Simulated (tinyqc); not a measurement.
Worked calculation: band offset from the macroscopic average of a supercell potential. Values are carried at full precision from step to step, so a last printed digit may differ when a step is redone from the rounded ones.

A model of the planar-averaged electrostatic energy of an electron in a periodic cell of N1 periods of A (L1 = N1 n1 h) and N2 periods of B (L2 = N2 n2 h), on z_j = j h: V(z) = f VA + (1 - f) VB + F t(z), VA = V1[0] + V1[1] cos(2 pi z/(n1 h)) + V1[2] cos(4 pi z/(n1 h)), VB the same with V2, n2 and z - L1. f = [tanh(z/w) - tanh((z - L1)/w) + tanh((z - L1 - L2)/w)]/2 + 1/2; t(z) = z - L1/2 in A and (L1/L2)(L1 + L2/2 - z) beyond, so that the cell is periodic.

Constants: e^2/(4 pi eps0) = 14.39964547 eV angstrom.

Inputs chosen for the exercise (gaps near those of InAs and GaSb; not measured data):
```
symbol  value                 unit         meaning
h       0.25                  angstrom     grid step
n1      6                                  grid points per period of A
n2      6                                  grid points per period of B
N1      5                                  periods of A
N2      5                                  periods of B
V1      (-11.18, 3.85, 0.01)  eV           mean and two harmonics of the potential in A
V2      (-4.19, 2.72, 0.02)   eV           the same in B
w       0.36                  angstrom     width of the interfaces
F       0                     eV/angstrom  slope in A from opposite charges on the two interfaces
Ev1     5.9                   eV           valence top of bulk A above its mean potential
Eg1     (0.05, 0.43)          eV           gap of A: semi-local value, corrected value
fv1     0.34                               share of the correction that lowers the valence top of A
Ev2     -0.32                 eV           valence top of bulk B above its mean potential
Eg2     (0.1, 0.81)           eV           gap of B: semi-local value, corrected value
fv2     0.4                                the same share for B
eps     9.2                                dielectric constant at the interface
```

## The planar average

Evaluate V on the grid, j = 0, 1, ...

V(z_j) (eV): -4.385  -7.979  -12.668  -14.896  -13.081  -9.254  -7.319  -9.260  -13.110  -15.020  -13.110  -9.260  -7.320  -9.260  -13.110  -15.020  -13.110  -9.260  -7.320  -9.260  -13.110  -15.020  -13.110  -9.260  -7.319  -9.254  -13.081  -14.896  -12.668  -7.979  -4.385  -4.121  -6.002  -7.014  -5.589  -2.846  -1.451  -2.840  -5.560  -6.890  -5.560  -2.840  -1.450  -2.840  -5.560  -6.890  -5.560  -2.840  -1.450  -2.840  -5.560  -6.890  -5.560  -2.840  -1.451  -2.846  -5.589  -7.014  -6.002  -4.121

## Running means

Running mean over n points, periodic: for odd n the plain mean of the n points centred on j; for even n the n + 1 points with half weight at both ends. The macroscopic average applies the mean over n1 points and then over n2 points.

Apply the first mean, then the second.

after the mean over n1 points (eV): -7.685  -8.932  -9.949  -10.622  -10.973  -11.116  -11.163  -11.176  -11.179  -11.180  -11.180  -11.180  -11.180  -11.180  -11.180  -11.180  -11.180  -11.180  -11.180  -11.180  -11.180  -11.180  -11.179  -11.176  -11.163  -11.116  -10.973  -10.622  -9.949  -8.932  -7.685  -6.438  -5.421  -4.748  -4.397  -4.254  -4.207  -4.194  -4.191  -4.190  -4.190  -4.190  -4.190  -4.190  -4.190  -4.190  -4.190  -4.190  -4.190  -4.190  -4.190  -4.190  -4.191  -4.194  -4.207  -4.254  -4.397  -4.748  -5.421  -6.438

macroscopic average (eV): -7.685  -8.637  -9.490  -10.169  -10.646  -10.936  -11.085  -11.149  -11.171  -11.178  -11.179  -11.180  -11.180  -11.180  -11.180  -11.180  -11.180  -11.180  -11.180  -11.180  -11.179  -11.178  -11.171  -11.149  -11.085  -10.936  -10.646  -10.169  -9.490  -8.637  -7.685  -6.733  -5.880  -5.201  -4.724  -4.434  -4.285  -4.221  -4.199  -4.192  -4.191  -4.190  -4.190  -4.190  -4.190  -4.190  -4.190  -4.190  -4.190  -4.190  -4.191  -4.192  -4.199  -4.221  -4.285  -4.434  -4.724  -5.201  -5.880  -6.733

Around the middle of B the first mean varies by 0 meV over five points and the second by 0 meV.

## The potential line-up

Read the macroscopic average in the middle of each region, j = 15 and j = 45, and its slope in A by a central difference over two points each way.

plateau in A = -11.180 eV
plateau in B = -4.190 eV
dV = B - A = 6.990 eV
slope in A = 0.000 eV/angstrom

The plateaus are flat, so the line-up is well defined.

## Band offsets

dEv = Ev(A) - Ev(B) = Ev1 - (dV + Ev2); dEc = Ec(B) - Ec(A) = Eg2 - Eg1 - dEv. The correction of a gap, c = Eg[1] - Eg[0], lowers the valence top by fv c and leaves dV, a ground-state quantity, as it is. Type I: dEv and dEc of one sign; II: opposite signs; III: no overlap of the gaps.

Give the offsets with semi-local and with corrected band edges.

dEv, dEc, semi-local (eV): -0.770  0.820

lowering of the valence tops of A and B (eV): 0.129  0.284

dEv, dEc, corrected (eV): -0.615  0.995

The correction moves dEv by +0.15 eV and dEc by +0.18 eV; the type stays III.

## The dipole behind the step

A step dV of the mean electron energy from A to B across an interface equals 4 pi (e^2/4 pi eps0) times a dipole per area p (in e angstrom per angstrom^2). For a change of 0.1 eV in dV, give the charge per area moved over 2 angstrom in a medium of dielectric constant eps: sigma = 0.1 eps/(4 pi (e^2/4 pi eps0) 2). 1 angstrom^-2 = 1e16 cm^-2.

|p| = 0.03863 e/angstrom
sigma = 2.54e+13 e/cm^2

With about 7e14 atoms per cm^2 in a plane (as on a silicon (100) face), 3.6 % of an electron per atom shifts the line-up by 0.1 eV.

## Checks

- Line-up in a cell of 14 + 14 periods without slope against V2[0] - V1[0] (eV): both 6.9900.

Program tinyqc; command `OMP_NUM_THREADS=1 python tinyqc.py 1880031 1880032 out.jsonl`; about 0.01 s on one thread of a shared Intel(R) Xeon(R) Processor @ 2.30GHz.
